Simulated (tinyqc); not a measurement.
# Nanowire ballistic transistor, top-of-the-barrier model: effect of the temperature

At the top of the source barrier, states moving towards the drain are filled by the source (Fermi level 0) and states moving back by the drain (Fermi level -q Vd); nothing scatters. U is the shift of the band edge there, set by the capacitances CG, CD and CS (the total) and by the charge. Parabolic one-dimensional subband; the source is grounded.

N0 = gv sqrt(2 m kB T/pi)/hbar, CG = 2 pi eps0 eox/ln(1 + 2 tox/d), CS = CG/aG, n0 = n at U = 0 and Vd = 0. eta1 = -(E0 + U)/Vt, eta2 = eta1 - Vd/Vt, n = (N0/2)[F_(-1/2)(eta1) + F_(-1/2)(eta2)], F_(-1/2)(x) = (1/sqrt(pi)) int_0^infinity u^(-1/2)/(1 + exp(u - x)) du. U = UL + q (n - n0)/CS with UL = -(aG Vg + aD Vd), energies in eV. I = gv (2 q^2/h) Vt [ln(1 + exp eta1) - ln(1 + exp eta2)]. CQ = (q/Vt) dn/d(eta1). E0 is held fixed.

Parameters, values chosen for the exercise; mass and valleys made up:

| symbol | value | unit | meaning |
|---|---|---|---|
| m | 0.0414 | m0 | effective mass |
| gv | 4 |  | valley degeneracy |
| eox | 3.9 |  | relative permittivity of the gate insulator |
| tox | 1.4 | nm | insulator thickness |
| d | 4 | nm | wire diameter |
| aG | 0.92 |  | gate control CG/CS |
| aD | 0.028 |  | drain control CD/CS |
| E0 | 0.21 | eV | band edge at the barrier top above the source Fermi level at zero bias |
| Vg | 0.4 | V | gate voltage |
| Vd | 0.4 | V | drain voltage |

Constants: q = 1.602176634e-19 C, kB = 1.380649e-23 J/K, hbar = 1.054571817e-34 J s, h = 6.62607015e-34 J s, m0 = 9.1093837015e-31 kg, Vt = kB T/q, eps0 = 8.8541878128e-14 F/cm where lengths are in cm. Results are converted to the units shown.

Result of one run:
```
T (K),eta1,n (cm^-1),I (uA),mean velocity I/(q n) (cm/s),CQ/CS
420,1.7047,2.9956e6,20.994,4.3742e7,0.96386
```

What becomes of these results when the temperature T is changed from 420 to 300 K, all else the same?

Result of the changed run:
```
T (K),eta1,n (cm^-1),I (uA),mean velocity I/(q n) (cm/s),CQ/CS
300,2.3295,3.0242e6,19.408,4.0057e7,1.0536
```

The whole series:
```
T (K),eta1,n (cm^-1),I (uA),mean velocity I/(q n) (cm/s),CQ/CS
50,13.027,3.1366e6,17.396,3.4616e7,1.0176
77,8.4904,3.1308e6,17.460,3.4809e7,1.0288
120,5.5030,3.1150e6,17.649,3.5363e7,1.0579
180,3.7418,3.0836e6,18.101,3.6638e7,1.0881
240,2.8631,3.0511e6,18.708,3.8270e7,1.0837
300,2.3295,3.0242e6,19.408,4.0057e7,1.0536
360,1.9674,3.0053e6,20.173,4.1897e7,1.0108
420,1.7047,2.9956e6,20.994,4.3742e7,0.96386
```

As T goes from 50 to 420 K, n falls from 3.14e6 to 3.00e6 cm^-1, the mean velocity rises from 3.46e7 to 4.37e7 cm/s and the current rises from 17.4 to 21.0 uA. CQ/CS goes from 1.0 to 0.96.

Computed by the program tinyqc: `OMP_NUM_THREADS=1 python tinyqc.py 2400127 2400128 out.jsonl`, one thread of a shared Intel Xeon 2.30GHz, about 0.04 s for the whole run.
